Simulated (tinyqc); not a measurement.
CID on RHF in the sto-6g basis, for H3+, spin multiplicity 1, step by step. One step of it, computed by the program tinyqc.

Problem. CID: roots. Diagonalise (each vector has its largest component positive (the first on a tie)); all determinants have Ms = 0, so triplets appear too. The lowest singlet root is the correlation energy.

Occupation strings over the orbitals (2 doubly, a alpha, b beta, 0 empty; spin orbitals ordered 1a 1b 2a 2b ...): 200 020 0ab 0ba 002

H - E(HF) between determinants (hartree), lower triangle:
```
          200        020        0ab        0ba       002
200  0.000000
020  0.144508   1.303308
0ab  0.000000  -0.000024   1.149947
0ba  0.000000   0.000024  -0.076870   1.149947
002  0.144511   0.076870   0.000024  -0.000024  1.303885
```

Give: lowest roots of this matrix, relative to E(HF); lowest vectors; <S^2> of these roots; weight of the ground state by excitation level 0, 1, 2, ....

Solution.

lowest roots of this matrix, relative to E(HF) (hartree): -0.0296  1.0731  1.2267  1.2268  1.4101

lowest vectors:
```
      root 1  root 2   root 3   root 4
200   0.9897  0.0000   0.0002  -0.0001
020  -0.1014  0.0000   0.6499  -0.2813
0ab   0.0000  0.7071   0.2809   0.6489
0ba   0.0000  0.7071  -0.2809  -0.6489
002  -0.1014  0.0000  -0.6479   0.2804
```

<S^2> of these roots: 0.0000  2.0000  0.0000  0.0000  0.0000

weight of the ground state by excitation level 0, 1, 2, ...: 0.9794  0.0000  0.0206
